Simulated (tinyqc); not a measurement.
Diamond against structures with more neighbours: Stillinger-Weber potential for a tetrahedral semiconductor. Computed by tinyqc, a small Python program. Command: `OMP_NUM_THREADS=1 python tinyqc.py 3010561 3010562 out.jsonl swsi walk`. One thread of a shared host (Intel(R) Xeon(R) Processor @ 2.30GHz), about 0.04 s of CPU time with the checks.

With x = r/sigma: pair term eps A (B x^-4 - 1) exp(1/(x - a)); for each pair of neighbours j, k of atom i, three-body term eps lambda exp(gamma/(x_ij - a) + gamma/(x_ik - a)) (cos theta_jik + 1/3)^2; both vanish beyond x = a. A = 7.049556277, B = 0.6022245584, a = 1.8.

Inputs (values chosen for the exercise, modelled on silicon):

| quantity | value | unit |
|---|---|---|
| energy scale eps | 2.276 | eV |
| length scale sigma | 2.115 | angstrom |
| three-body strength lambda | 21.5 | - |
| gamma | 1.2 | - |

Method. Each structure is relaxed in its neighbour distance d (lowest minimum for d between sigma and 1.7 sigma), with all neighbours inside the cut-off, second shells too where they fall inside.

Energies per atom (eV):

| structure | first neighbours | d (angstrom) | pair | three-body | total | volume (angstrom^3) |
|---|---|---|---|---|---|---|
| diamond | 4 | 2.3740 | -4.5520 | 0.0000 | -4.5520 | 20.599 |
| simple cubic | 6 | 2.6420 | -5.8971 | 1.6726 | -4.2245 | 18.441 |
| bcc | 8 | 2.8414 | -6.6274 | 2.4278 | -4.1996 | 17.659 |
| fcc | 12 | 2.9648 | -6.5944 | 2.5180 | -4.0764 | 18.428 |

What follows from these numbers?

The order is diamond < simple cubic < bcc < fcc, the lowest two 0.327 eV apart. Against diamond the pair energy changes by -1.35 (simple cubic), -2.08 (bcc), -2.04 (fcc) eV, while angles away from 109.47 degrees cost 1.67, 2.43, 2.52 eV; the bonds stretch to 2.96 angstrom in fcc to weaken that penalty.

Extremes, crossings and ranges named in words are read from the listed rows.
